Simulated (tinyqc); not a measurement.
On-chip interconnect, size-dependent resistivity and RC delay: two steps of the calculation.

A rectangular line between two neighbours and two ground planes. Surface and grain-boundary scattering are added to the bulk resistivity as corrections; capacitances are parallel-plate values without fringing; inductance is ignored.

Parameters, values chosen for the exercise; metal values close to those of copper: bulk resistivity rho0 = 1.67 uohm cm; bulk mean free path lam = 40.2 nm; specular share of surface scattering ps = 0; reflection coefficient of grain boundaries Rg = 0.34; grain size over the metal width gr = 1; drawn line width wd = 11 nm; aspect ratio, height over width AR = 1.7; liner on both walls and the bottom, not conducting tl = 2.1 nm; space to the neighbouring lines sp = 22 nm; dielectric height to the planes above and below hd = 19 nm; relative permittivity of the dielectric ek = 2.5; Miller factor of the neighbours Mf = 0; driver resistance Rd = 380 ohm; time step dt = 3 ps.

Constants: eps0 = 8.8541878128e-12 F/m. Results are converted to the units shown.

Task 1. Resistivity, resistance and capacitance per length. Metal width x = wd - 2 tl, height y = AR wd - tl; grain boundaries (Mayadas-Shatzkes): al = (lam/(gr x)) Rg/(1 - Rg), g = 1/[1 - 3 al/2 + 3 al^2 - 3 al^3 ln(1 + 1/al)] - 1; surfaces (Fuchs-Sondheimer, thick limit): s = (3/8) lam (1 - ps)(1/x + 1/y); rho = rho0 (1 + g + s); r = rho/(x y); c = eps0 ek (2 wd/hd + 2 Mf AR wd/sp).

Find: x; y; al; g; s; rho; r; c.

Result 1.

x = 6.8000 nm
y = 16.600 nm
al = 3.0455
g = 4.1176
s = 3.1250
rho = 13.765 uohm cm
r = 1219.5 ohm/um
c = 0.025631 fF/um

Task 2. Node voltages after a time step. A 1 V step is applied behind Rd at t = 0. C dv/dt = -G v + b, with G the conductance matrix of the ladder (1/Rs between neighbours, 1/Rd added at node 0) and b = (1 V/Rd, 0, ...). Backward Euler step: (C/dt + G) v(new) = (C/dt) v + b.

Rs = 5081.0432 ohm

| node | C (fF) | v at t = 0 (V) |
|---|---|---|
| 0 | 0.053396966 | 0 |
| 1 | 0.10679393 | 0 |
| 2 | 0.10679393 | 0 |
| 3 | 0.10679393 | 0 |
| 4 | 0.10679393 | 0 |
| 5 | 0.10679393 | 0 |
| 6 | 0.18339697 | 0 |

Give: v at t = 1 dt.

Result 2.

| node | v at t = 1 dt (V) |
|---|---|
| 0 | 0.9686 |
| 1 | 0.6368 |
| 2 | 0.4202 |
| 3 | 0.2795 |
| 4 | 0.1894 |
| 5 | 0.1336 |
| 6 | 0.1019 |

Range of the model: The metal width is under the mean free path, where the thick-limit surface term and the simple sum of corrections lose accuracy.

Numbers from tinyqc (`OMP_NUM_THREADS=1 python tinyqc.py 2100095 2100096 out.jsonl`; about 0.01 s on one thread of a shared Intel Xeon 2.30GHz).
